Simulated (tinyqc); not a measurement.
Pelgrom slope, floor and doping from two device sizes.

Inverse problem. s^2 = A^2/(L W) + s0^2, with s0 independent of size and A = (q/Cox) sqrt(Na Wd/3) from random dopants alone, Cox = 3.9 eps0/ti. Find A, s0 and Na.

Inputs (values chosen for the exercise):

| symbol | value | unit | meaning |
|---|---|---|---|
| ti | 2.1 | nm | oxide-equivalent thickness in inversion |

Constants: q = 1.602176634e-19 C, eps0 = 8.8541878128e-14 F/cm where lengths are in cm. Results are converted to the units shown.

s for gate areas 0.009 and 0.27 um^2 (mV): [10.8403024, 3.80053574]
Wd = 39.3810960 nm

Solution. s^2 is linear in 1/area: slope A^2, intercept s0^2.

A = 0.980 mV um
s0 = 3.30 mV
Na = 7.70e17 cm^-3

tinyqc, about 0.01 s, one thread, Intel Xeon 2.30GHz (shared host): `OMP_NUM_THREADS=1 python tinyqc.py 2090121 2090122 out.jsonl`
